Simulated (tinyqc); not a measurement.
The trial energy against the axis ratio: donor in an ellipsoidal valley (Kohn-Luttinger variational method). Computed by tinyqc, a small Python program. Command: `OMP_NUM_THREADS=1 python tinyqc.py 3000640 3000641 out.jsonl kohnlutt sweep`. One thread of a shared host (Intel(R) Xeon(R) Processor @ 2.30GHz), about 0.06 s of CPU time with the checks.

H = -(d^2/dx^2 + d^2/dy^2) - gamma d^2/dz^2 - 2/r in units built on m_t, with gamma = m_t/m_l and z along the valley axis. One valley; no valley-orbit or central-cell term.

Inputs (values chosen for the exercise, modelled on GaP): transverse mass m_t = 0.248 m_0; longitudinal mass m_l = 1.18 m_0; dielectric constant eps = 10.9.

Constants: Ry = 13.605693123 eV; a_0 = 0.529177210903 angstrom.

Method. Ry* = Ry m_t/eps^2, a* = a_0 eps/m_t, gamma = m_t/m_l. Trial function exp(-sqrt((x^2 + y^2)/a^2 + z^2/b^2)) with beta = b/a < 1: E = t/a^2 - u/a, t = (2 + gamma/beta^2)/3, u = 2 arcsin(sqrt(1 - beta^2))/sqrt(1 - beta^2); the best a is 2 t/u and E(beta) = -u^2/(4 t).

One run for each value:
```
trial ratio b/a  E(beta) (Ry*)  best a (a*)       t       u
0.15                   -0.5459       2.6316  3.7803  2.8730
0.25                   -1.0367       1.3131  1.7876  2.7227
0.36                   -1.3762       0.9366  1.2072  2.5779
0.46                   -1.5182       0.8107  0.9977  2.4615
0.56                   -1.5605       0.7552  0.8901  2.3571
0.67                   -1.5436       0.7301  0.8227  2.2539
0.77                   -1.4986       0.7237  0.7848  2.1690
0.88                   -1.4341       0.7266  0.7571  2.0840
0.98                   -1.3703       0.7347  0.7396  2.0134
```

Over the rows, E(beta) (Ry*) goes from -0.546 through a minimum among these rows, -1.56 at 0.560, to -1.37; best a (a*) goes from 2.63 through a minimum among these rows, 0.724 at 0.770, to 0.735; t falls from 3.78 to 0.740 (exponent d ln y / d ln x -1.5 between the first rows and -0.22 between the last). Flattening raises the kinetic term t through gamma/beta^2 and the attraction u through a smaller mean distance; the minimum balances the two.

Extremes, crossings and ranges named in words are read from the listed rows.
